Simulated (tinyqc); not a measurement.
From results back to parameters: Shockley-Read-Hall recombination through one deep level. Three cases, with inputs chosen for the exercise.

Problem. Deep-level transient spectroscopy: the emission rate is en = gam sigma T^2 exp(-dE/kB T), dE = Ec - Et. Two rates were computed from hidden dE and sigma.

Constants: kB = 8.617333262e-05 eV/K.

Case 1.

Values chosen (out of a larger set: gap and densities of states near those of SiC at this temperature; not measured data):
- gam = 3.7e+21 1/(cm^2 s K^2) (vth Nc/T^2, which does not depend on T)
- T1 = 281 K
- T2 = 310 K

en(T1) = 35.5173 1/s
en(T2) = 407.902 1/s

Case 2.

Values chosen (out of a larger set: gap and densities of states near those of Ge at this temperature; not measured data):
- gam = 2.1e+21 1/(cm^2 s K^2) (vth Nc/T^2, which does not depend on T)
- T1 = 187 K
- T2 = 220 K

en(T1) = 7.64091 1/s
en(T2) = 387.967 1/s

Case 3.

Values chosen (out of a larger set: gap and densities of states near those of GaAs at this temperature; not measured data):
- gam = 6.8e+19 1/(cm^2 s K^2) (vth Nc/T^2, which does not depend on T)
- T1 = 126 K
- T2 = 144 K

en(T1) = 0.0902479 1/s
en(T2) = 2.37883 1/s

Find: ln(en/T^2) at T1 and T2; dE; sigma.

Solution. ln(en/T^2) against 1/T is a line of slope -dE/kB and intercept ln(gam sigma); plotting ln en alone would overstate dE by about 2 kB T.

Case 1.

ln(en/T^2) at T1 and T2: -7.7067  -5.4621

dE = 0.581 eV
sigma = 3.2e-15 cm^2

Case 2.

ln(en/T^2) at T1 and T2: -8.4287  -4.8263

dE = 0.387 eV
sigma = 2.8e-15 cm^2

Case 3.

ln(en/T^2) at T1 and T2: -12.0778  -9.0730

dE = 0.261 eV
sigma = 2.3e-15 cm^2

Computed by tinyqc, one run a case: `OMP_NUM_THREADS=1 python tinyqc.py N N+1 out.jsonl` with N = 1682483, 1682540, 1682555; one thread of a shared Intel(R) Xeon(R) Processor @ 2.30GHz, about 0.01 s a run at most.
